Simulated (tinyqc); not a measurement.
Hubbard ring of 4 sites, step by step. Computed by tinyqc, a small Python program that keeps every step. Settings: hopping = 1.3, U = 7.8, mixing = 0.2, iteration cap = 66. Command: `OMP_NUM_THREADS=1 python tinyqc.py 29955 29956 out.jsonl` (the two numbers bound the seeds that draw the settings). One thread of a shared host (Intel(R) Xeon(R) Processor @ 2.60GHz), about 0.2 s of CPU time with the checks.

one-body matrix (hopping and site energies) (eV), lower triangle:
```
           1          2          3         4
1  -0.610000
2  -1.300000  -0.250000
3   0.000000  -1.300000  -0.110000
4  -1.300000   0.000000  -1.300000  0.580000
```

U = 7.800000 eV

electrons, up and down: 1  1

n(up) at the start (a guess, not normalised): 1 0.550000, 2 0.000000, 3 0.550000, 4 0.000000

n(down) at the start (a guess): 1 0.000000, 2 0.550000, 3 0.000000, 4 0.550000

Each step fills the lowest levels of T + U n(other spin) and sets n(new) = n + mixing (n(out) - n); stop when output and input agree to 1e-8.

Course of the cycle:
```
iteration       E (eV)  largest |n(out) - n(in)|  mean |n_up - n_down|
1          -3.10676756                  3.62e-01              0.328425
2          -3.20554336                  2.80e-01              0.312732
3          -3.27905001                  2.21e-01              0.297007
4          -3.33773848                  1.79e-01              0.281782
5          -3.38733281                  1.49e-01              0.267282
6          -3.43086453                  1.27e-01              0.253568
7          -3.46999647                  1.11e-01              0.240628
8          -3.50568922                  1.04e-01              0.228419
9          -3.53851300                  9.78e-02              0.237513
10         -3.56879958                  9.24e-02              0.250266
11         -3.59672717                  8.74e-02              0.262644
...                ...                       ...                   ...
56         -3.80179926                  7.73e-03              0.357863
57         -3.80190604                  7.43e-03              0.357417
58         -3.80200602                  7.15e-03              0.356978
59         -3.80209970                  6.88e-03              0.356546
60         -3.80218753                  6.63e-03              0.356121
61         -3.80226993                  6.39e-03              0.355705
62         -3.80234727                  6.16e-03              0.355296
63         -3.80241990                  5.94e-03              0.354895
64         -3.80248815                  5.73e-03              0.354503
65         -3.80255230                  5.53e-03              0.354119
66         -3.80261263                  5.35e-03              0.353743
```

Can the last value be used, and what does the course show?

Not by the stop rule. Not converged within 66 iterations: the residual falls steadily but slowly, by a factor of about 0.96 a step. The lowest mean-field energy found from random starts is -3.80364 eV. Reruns (cap 100 unless said): mixing 0.5: not converged; mixing 0.9: not converged; the original settings with a cap of 400: not converged.
